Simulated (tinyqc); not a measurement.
From results back to parameters: valley splitting of a silicon quantum well in envelope theory. Two cases, with inputs chosen for the exercise.

Problem. A dot straddles a single atomic step, which shifts the valley phase by theta = q a/4 = pi k0 (k0 in 2 pi/a). With the share t of the electron on the upper terrace, Ev = Ev0 |1 - t + t exp(i theta)|. Ev was computed from a hidden t below one half.

Find: t (1 - t); t; Ev at t = 1/2.

Method. (Ev/Ev0)^2 = 1 - 2 t (1 - t)(1 - cos theta), a quadratic for t; at t = 1/2 the splitting is Ev0 |cos(theta/2)|.

Case 1.

Values chosen (out of a larger set: near those of a strained Si well in SiGe; not measured data): Ev0 = 112 micro-eV (splitting on a flat terrace); k0 = 0.837 2 pi/a (valley position).

Ev = 63.078 micro-eV

Solution.

t (1 - t) = 0.1824
t = 0.24
Ev at t = 1/2 = 28.4 micro-eV

Case 2.

Values chosen (out of a larger set: near those of a strained Si well in SiGe; not measured data): Ev0 = 291 micro-eV (splitting on a flat terrace); k0 = 0.841 2 pi/a (valley position).

Ev = 210.076 micro-eV

Solution.

t (1 - t) = 0.1275
t = 0.15
Ev at t = 1/2 = 71.9 micro-eV

Computed by tinyqc, one run a case: `OMP_NUM_THREADS=1 python tinyqc.py N N+1 out.jsonl` with N = 1281573, 1281577; one thread of a shared Intel(R) Xeon(R) Processor @ 2.30GHz, about 0.1 s a run at most.
